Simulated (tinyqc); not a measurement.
# Worked calculation: input admittance of a MOSFET at zero drain bias: distributed channel and distributed gate

Program tinyqc, `OMP_NUM_THREADS=1 python tinyqc.py 2262174 2262175 out.jsonl`; Intel Xeon 2.30GHz, shared host, one thread, about 0.01 s. Printed values are rounded.

Source and drain grounded, strong inversion, w = 2 pi f, Cox = eps0 eox/tox. The channel is an RC line of resistance 1/(mu Cox Vo) per square fed from both ends, so one finger has the intrinsic admittance y = i w Cox L tanh(g)/g per width, g = (1/2) sqrt(i w tau), tau = L^2/(mu Vo). The vertical resistance rv/L is in series with y, the overlaps 2 i w Cov in parallel: y_t = 1/(1/y + rv/L) + 2 i w Cov. The gate strip is a line of Rsh/L per length loaded by y_t, so a finger has Y = y_t Wf tanh(k)/k, k = (Wf/sd) sqrt(y_t Rsh/L); the device has Nf Y.

Inputs (values chosen for the exercise); values of the order met in silicon radio-frequency transistors: relative permittivity of the gate insulator (close to silicon dioxide) eox = 3.9; insulator thickness tox = 2.3 nm; channel length L = 0.43 um; finger width Wf = 10 um; number of fingers Nf = 1; channel mobility mu = 260 cm^2/(V s); gate overdrive Vo = 0.61 V; sheet resistance of the gate Rsh = 29 ohm/square; vertical resistivity of the gate stack rv = 0 ohm um^2; number of ends at which a finger is contacted sd = 2; overlap and fringe capacitance on each side Cov = 0.27 fF/um; frequency f = 10 GHz.

Constants: eps0 = 8.8541878128e-14 F/cm where lengths are in cm. Results are converted to the units shown.

## Low-frequency resistances and capacitance

Low-frequency limits, with c = Cox L and ct = c + 2 Cov: R_strip = Rsh Wf/(3 sd^2 L Nf), R_ch = (c/ct)^2 L/(12 mu Cox Vo Wf Nf), R_vert = (c/ct)^2 rv/(L Wf Nf), C = ct Wf Nf.

parts (ohm): strip 56.20155, channel 12.81517, vertical 0
sum = 69.01672 ohm
C = 69.95858 fF
1/(2 pi R C) = 32.96285 GHz

The strip term is the largest, 81.4 % of the sum.

## Admittance of the channel and stack per width

tau, g, c = Cox L, y and y_t as defined.

tau = 11.65826 ps
g = 0.3025950+0.3025950i
c = 6.455858 fF/um
y = 24.6272+403.8297i uS/um
y_t = 24.6272+437.7589i uS/um

w tau = 0.733, and Im y is 0.996 of w c.

## Input impedance of the device

k and Y as defined; Z = 1/(Nf Y) = R + 1/(i w C); Q = |Im Z|/R; signal at the point farthest from a contact |1/cosh k|.

k = 0.6248085+0.5906464i
Nf Y = 1.187587+3.985558i mS
R = 68.66633 ohm
C = 69.06411 fF
Q = 3.356015
signal at the far point = 0.9391556

R is 0.51 % below its low-frequency limit and C is 1.3 % below its own.
